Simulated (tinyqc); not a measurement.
Two-step dopant diffusion (predeposition and drive-in) with a constant diffusivity: one step, computed by the program tinyqc.

Fick diffusion into a half space x > 0 whose background doping C_B is of the opposite type, so that a junction lies where C = C_B.

Question. Sheet resistance. Net dose Q_net = Q erf(x_j/(2 sqrt((Dt)2))) - C_B x_j; R_s = 1/(e mu Q_net), with every dopant ionised and one mobility.

Inputs (values chosen for the exercise, modelled on boron in silicon):
```
quantity                         value        unit
surface concentration C_s      1.8e+20      1/cm^3
background doping C_B          3.8e+14      1/cm^3
predeposition temperature T1       950           C
drive-in temperature T2           1125           C
mean mobility in the layer mu      240  cm^2/(V s)
```

dose Q = 1.763310e+14 1/cm^2

junction depth x_j = 1.067113 um

drive-in budget (Dt)2 = 2.955944e-10 cm^2

Constants: e = 1.602176634e-19 C.

Give: net dose; sheet resistance R_s (Gaussian).

Answer.

net dose = 1.763e+14 1/cm^2

sheet resistance R_s (Gaussian) = 147.5 ohm/square

Caution: C_s exceeds the intrinsic carrier density of silicon at the predeposition temperature (2e18 to 1e19 per cm^3), where real diffusivities rise with concentration and profiles turn box-like.
